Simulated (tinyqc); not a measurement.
Size effects in the resistivity of thin metal films and interconnect lines. Changing the drawn line width w. Computed by tinyqc, a small Python program. Command: `OMP_NUM_THREADS=1 python tinyqc.py 3017519 3017520 out.jsonl size sweep`. One thread of a shared host (Intel(R) Xeon(R) Processor @ 2.30GHz), about 0.01 s of CPU time with the checks.

Electrons lose their drift at surfaces (a share 1 - p of the hits) and at grain boundaries (reflection R), besides bulk scattering. The line sits in a trench with a non-conducting liner on both walls and the bottom; the spacing equals the drawn width.

Inputs (values chosen for the exercise, modelled on tungsten):
```
quantity                          value         unit
bulk resistivity rho_b             5.18  microohm cm
bulk mean free path lambda           16           nm
specularity p                         0            -
grain-boundary reflection R        0.14            -
grain size over metal width        0.77            -
aspect ratio (height over width)    1.4            -
liner thickness t                   0.9           nm
line length                          67   micrometre
permittivity of the dielectric k    3.1            -
```

Geometry: line.

Constants: eps_0 = 8.8541878128e-12 F/m.

Method:
- Metal width w_m = w - 2t, height h_m = (aspect ratio) w - t, grain size D = (ratio) w_m.
- Mayadas-Shatzkes: alpha = (lambda/D) R/(1 - R); rho_b/rho = 1 - 3 alpha/2 + 3 alpha^2 - 3 alpha^3 ln(1 + 1/alpha).
- Fuchs-Sondheimer film: rho_b/rho = 1 - (3/(2 kappa))(1 - p) int_0^1 (s - s^3)(1 - exp(-kappa/s))/(1 - p exp(-kappa/s)) ds, f = rho/rho_b, kappa = thickness/lambda, 80 Gauss-Legendre points.
- Line: the excess of a film of thickness w_m and of a film of thickness h_m are added, rho/rho_b = 1 + (f(w_m) - 1) + (f(h_m) - 1), an estimate that holds best when both sides exceed lambda.
- Total: rho = rho_b [1 + surface excess + grain excess]; resistance per length rho/(w_m h_m); capacitance per length C = 2 k eps_0 (aspect ratio + 1/2), a parallel-plate estimate for two neighbours plus a fixed term for the planes above and below; delay 0.38 R C L^2; effective resistivity per drawn area.

One run for each value; columns: (1) drawn line width w (nm); (2) resistance per length (ohm/micrometre); (3) resistivity rho (microohm cm); (4) effective resistivity per drawn area (microohm cm); (5) rho/rho_b from surfaces; (6) rho/rho_b from grains:
```
(1)           (2)     (3)     (4)     (5)     (6)
6.0    7.7946e+03  24.553  39.285  3.6248  2.1152
9.3    1.8347e+03  16.678  22.216  2.5859  1.6337
14.0   5.4405e+02  12.412  14.929  2.0015  1.3946
22.0   1.5795e+02   9.540  10.703  1.6004  1.2413
34.0   5.2292e+01   7.863   8.463  1.3651  1.1529
53.0   1.8188e+01   6.826   7.153  1.2208  1.0970
81.0   6.9841e+00   6.223   6.415  1.1382  1.0631
130.0  2.5045e+00   5.815   5.926  1.0834  1.0392
190.0  1.1243e+00   5.609   5.682  1.0561  1.0268
300.0  4.3603e-01   5.449   5.494  1.0351  1.0169
```

Over the rows, resistance per length (ohm/micrometre) falls from 7790 to 0.436 (exponent d ln y / d ln x -3.3 between the first rows and -2.1 between the last); resistivity rho (microohm cm) falls from 24.6 to 5.45 (exponent d ln y / d ln x -0.88 between the first rows and -0.063 between the last); effective resistivity per drawn area (microohm cm) falls from 39.3 to 5.49 (exponent d ln y / d ln x -1.3 between the first rows and -0.074 between the last). At the high end the exponent of resistance per length is -2.07, close to -2: area alone.

Caution (rows 6.00): for lines much narrower than lambda adding the two film terms and the grain term underestimates the resistivity.
